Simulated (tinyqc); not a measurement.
Liquidus of a compound AB in a simple-solution melt, liquid-phase epitaxy and vapour pressures: one step, computed by the program tinyqc.

x is the atom fraction of B in the melt. The melt is a simple solution: R T ln gamma_B = W (1 - x)^2, R T ln gamma_A = W x^2, W = a + b T. The solid AB is stoichiometric.

Task: Slope of the liquidus. Liquidus (Vieland): f(x) = R T ln[4 x (1 - x)] + 2 W (1/2 - x)^2 + S_F (T_F - T) = 0. dx/dT = -(df/dT)/f', df/dT = R ln[4 x (1 - x)] + 2 b (1/2 - x)^2 - S_F, f' = (1 - 2x)[R T/(x (1 - x)) - 2 W]. Concentrations: C_L = x N_A/V_L in the melt, C_S = 4/a0^3 in the solid; m = dT/dC_L.

Inputs (values chosen for the exercise, modelled on GaSb for the melt):
```
quantity                      value       unit
entropy of fusion S_F          66.4  J/(mol K)
interaction slope b           -25.7  J/(mol K)
saturation temperature T        626          K
molar volume of the melt V_L     12   cm^3/mol
lattice constant a0           6.096   angstrom
```

solubility x = 0.001746342

W = 4.3118 kJ/mol

Constants: R = 8.314462618 J/(mol K); N_A = 6.02214076e+23 1/mol; k_B = 8.617333262e-05 eV/K.

Give: dx/dT; C_L; C_S; slope m; apparent heat of solution k_B T^2 d ln x/dT.

Result:

dx/dT = 4.060e-05 1/K

C_L = 8.764e+19 1/cm^3

C_S = 1.766e+22 1/cm^3

slope m = 4.908e-19 K cm^3

apparent heat of solution k_B T^2 d ln x/dT = 0.7851 eV
